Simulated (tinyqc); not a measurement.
Inductance and parasitic capacitance from two readings.

Inverse problem. A loss-free coil L in parallel with C shows the apparent inductance L/(1 - w^2 L C), w = 2 pi f. Find L, C and the self-resonance 1/(2 pi sqrt(L C)).

apparent inductance at 3.4 and 6.4 GHz (nH): [6.6544023, 12.768914]

Answer. The inverse of the reading is 1/L - w^2 C, a straight line in w^2.

L = 5.60 nH
C = 62.0 fF
self-resonance = 8.54 GHz

Computed by the program tinyqc: `OMP_NUM_THREADS=1 python tinyqc.py 2302182 2302183 out.jsonl`, one thread of a shared Intel Xeon 2.30GHz, about 0.01 s for the whole run.
